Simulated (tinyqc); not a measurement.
From results back to parameters: Koster-Slater impurity in an sp3s* host.

Problem. In the Koster-Slater model a defect shifts the s level of its site by Vs and the p levels by Vp; an A1 level solves 1/Vs = G_s(E) and a T2 level 1/Vp = G_p(E), E from the top of the valence band. A defect has an A1 level at E = 0.3777 eV, one of the energies of the table, and a T2 level at 0.3777 eV.

G(E) of the host (1/eV):

| E (eV) | G_s | G_p |
|---|---|---|
| 0.0000 | -0.1411254 | 0.0156897 |
| 0.0944 | -0.1623054 | -0.0103330 |
| 0.1888 | -0.1876277 | -0.0332338 |
| 0.2832 | -0.2186964 | -0.0563505 |
| 0.3777 | -0.2580935 | -0.0816494 |
| 0.4721 | -0.3103331 | -0.1113889 |
| 0.5665 | -0.3843205 | -0.1493700 |
| 0.6609 | -0.5016316 | -0.2041020 |
| 0.7553 | -0.7519270 | -0.3060642 |

Find: Vs, Vp.

Solution. Read G_s and G_p at the two energies and invert them. Vs is attractive and pulls its level down from the conduction bands. Vp is attractive and pulls its level down from the conduction bands.

Vs, Vp (eV): -3.9  -12.2

Program tinyqc; command `OMP_NUM_THREADS=1 python tinyqc.py 1480786 1480787 out.jsonl`; about 0.05 s on one thread of a shared Intel(R) Xeon(R) Processor @ 2.30GHz.
